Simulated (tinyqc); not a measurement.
Worked calculation: eight-band Kane k.p model. Values are carried at full precision from step to step, so a last printed digit may differ when a step is redone from the rounded ones.

Constants: hbar^2/2m0 = 3.80998211 eV angstrom^2.

Inputs chosen for the exercise (near those of GaSb; not measured data):
- Eg = 0.83 eV (gap at Gamma to the s-like level)
- Dso = 0.781 eV (spin-orbit splitting)
- Ep = 27.7 eV (Kane energy)
- me = 0.0411 m0 (electron mass at Gamma)
- g1 = 13.45 (Luttinger gamma1)
- g2 = 4.64 (gamma2)
- g3 = 5.92 (gamma3)
- k = (-0.026, 0.026, 0.017) 1/angstrom (wave vector)
- kmax = 0.08 1/angstrom (end of the path)

## Derived values

P = sqrt(Ep c); A = 1/me - Ep (Eg + 2 Dso/3)/(Eg (Eg + Dso)) keeps the electron mass; g1' = g1 - Ep/(3 Eg), g2' = g2 - Ep/(6 Eg), g3' = g3 - Ep/(6 Eg) remove the coupling to S that the Luttinger values already hold; L = -c (g1' + 4 g2'), M = -c (g1' - 2 g2'), N = -6 c g3'. c = hbar^2/2m0.

P = 10.2731 eV angstrom
A = -3.6495

g1', g2', g3': 2.3255  -0.9222  0.3578

L, M, N (eV angstrom^2): 5.1949  -15.8876  -8.1781

The coupling to the valence bands supplies 27.98, against 1/me = 24.33; A makes up the difference. The diagonal terms in A and L bend towards the gap, so the set should be tested for spurious states at large k.

## The Hamiltonian at one k

Eight-band Kane model, basis S, X, Y, Z times spin, zero of energy at the top of the unstrained valence band, c = hbar^2/2m0. Within each spin: H_SS = Eg + A c k^2, H_SX = i P kx (likewise Y, Z), H_XX = -Dso/3 + L kx^2 + M (ky^2 + kz^2), H_XY = N kx ky, and cyclic. Spin-orbit term (Dso/3) L.sigma on X, Y, Z with (L_k)_ij = -i epsilon_kij: <X+|H|Y+> = -i Dso/3, <X+|H|Z-> = Dso/3, <Y+|H|Z-> = -i Dso/3, <Z+|H|X-> = -Dso/3, <Z+|H|Y-> = i Dso/3, <X-|H|Y-> = i Dso/3, and their conjugates; + and - are the spin along z. Terms from inversion asymmetry are left out, so every level is twofold.

Fill in the matrix.

H(k) (eV):
```
          S+              X+              Y+        Z+        S-              X-
S+    0.8072        -0.2671i         0.2671i   0.1746i         0               0
X+   0.2671i         -0.2722  0.0055-0.2603i    0.0036         0               0
Y+  -0.2671i  0.0055+0.2603i         -0.2722   -0.0036         0               0
Z+  -0.1746i          0.0036         -0.0036   -0.2803         0         -0.2603
S-         0               0               0         0    0.8072        -0.2671i
X-         0               0               0   -0.2603   0.2671i         -0.2722
Y-         0               0               0  -0.2603i  -0.2671i  0.0055-0.2603i
Z-         0          0.2603         0.2603i         0  -0.1746i          0.0036

                Y-        Z-
S+               0         0
X+               0    0.2603
Y+               0  -0.2603i
Z+         0.2603i         0
S-         0.2671i   0.1746i
X-  0.0055+0.2603i    0.0036
Y-         -0.2722   -0.0036
Z-         -0.0036   -0.2803
```

## Levels and orbital character

Diagonalise H; the levels come in pairs. The weights are summed over spin and averaged over each pair.

levels, each twofold (eV): -0.8348  -0.1298  -0.0108  0.9579

weights:
```
   pair 1  pair 2  pair 3  pair 4
S   0.025   0.097   0.000   0.878
X   0.330   0.315   0.306   0.050
Y   0.330   0.315   0.306   0.050
Z   0.314   0.274   0.389   0.023
```

The conduction pair has 12.2 % valence character at this k; the valence pair with most S character is pair 2 (9.7 %).

## Bands along [111] and [110]

The same diagonalisation at six points |k| = 0, kmax/5, ..., kmax along each direction.

Levels (eV):

| direction | \|k\| (1/angstrom) | pair 1 | pair 2 | pair 3 | pair 4 |
|---|---|---|---|---|---|
| [111] | 0.000 | -0.7810 | 0.0000 | 0.0000 | 0.8300 |
| [111] | 0.016 | -0.7889 | -0.0238 | -0.0016 | 0.8530 |
| [111] | 0.032 | -0.8138 | -0.0868 | -0.0063 | 0.9144 |
| [111] | 0.048 | -0.8586 | -0.1713 | -0.0141 | 0.9998 |
| [111] | 0.064 | -0.9279 | -0.2610 | -0.0251 | 1.0972 |
| [111] | 0.080 | -1.0255 | -0.3446 | -0.0393 | 1.1992 |
| [110] | 0.000 | -0.7810 | 0.0000 | 0.0000 | 0.8300 |
| [110] | 0.016 | -0.7889 | -0.0233 | -0.0021 | 0.8530 |
| [110] | 0.032 | -0.8135 | -0.0853 | -0.0085 | 0.9148 |
| [110] | 0.048 | -0.8573 | -0.1696 | -0.0187 | 1.0014 |
| [110] | 0.064 | -0.9235 | -0.2618 | -0.0326 | 1.1010 |
| [110] | 0.080 | -1.0152 | -0.3519 | -0.0495 | 1.2065 |

At kmax the conduction band lies 7.3 meV and the top valence band 10.2 meV apart between the two directions. k.p holds near Gamma; the zone edge lies near 1 1/angstrom.

## Masses at Gamma

m*/m0 = c h^2/(E(h) - E(0)) with |k| = h = 0.0001 1/angstrom; negative values are hole-like.

Masses (m0):

| direction | pair 1 | pair 2 | pair 3 | pair 4 |
|---|---|---|---|---|
| [111] | -0.124 | -0.040 | -0.621 | 0.041 |
| [110] | -0.124 | -0.040 | -0.456 | 0.041 |

Without strain the limits are known: me for pair 4, -1/(g1 -/+ 2 g2) for the heavy and light holes along [100], -1/(g1 -/+ 2 g3) along [111], and -1/(g1 - Ep Dso/(3 Eg (Eg + Dso))) = -0.124 for the split-off band.

## Checks

- Electron mass of the unstrained model by finite differences against the input me: both 0.04110.
- Heavy-hole mass along [100] against 1/(g1 - 2 g2): both 0.2398.
- Light-hole mass along [100] against 1/(g1 + 2 g2): both 0.04399.

Run: tinyqc, `OMP_NUM_THREADS=1 python tinyqc.py 1050046 1050047 out.jsonl`; Intel(R) Xeon(R) Processor @ 2.30GHz, one thread, shared host; about 0.05 s of CPU time with all checks.
